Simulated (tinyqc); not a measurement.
Gap and mass from two generation rates.

Problem. In the two-band model the band-to-band tunnelling rate in a uniform field is G = A F^2 exp(-B/F), with B = pi sqrt(m/C) Eg^1.5/4 (V/nm), A = 1e21 (2 q/h) m Eg/(16 pi C B) for G in cm^-3 s^-1 and F in V/nm, C = hbar^2/(2 m0). Find B, A, Eg and m.

Constants: q = 1.602176634e-19 C, hbar = 1.054571817e-34 J s, h = 6.62607015e-34 J s, m0 = 9.1093837015e-31 kg, hbar^2/(2 m0) = 0.0380998212 eV nm^2. Results are converted to the units shown.

G at F = 0.053 and 0.094 V/nm (cm^-3 s^-1): [2.4315679e27, 7.7331961e29]

Solution. The slope of ln(G/F^2) against 1/F is -B and the intercept gives A. The product A B fixes m Eg, and B = (pi/4) Eg sqrt(m Eg/C) then gives Eg.

B = 0.5609 V/nm
A = 3.417e34 cm^-3 s^-1 (V/nm)^-2
Eg = 0.5060 eV
m = 0.1500 m0

Numbers from tinyqc (`OMP_NUM_THREADS=1 python tinyqc.py 2620053 2620054 out.jsonl`; about 0.01 s on one thread of a shared Intel Xeon 2.30GHz).
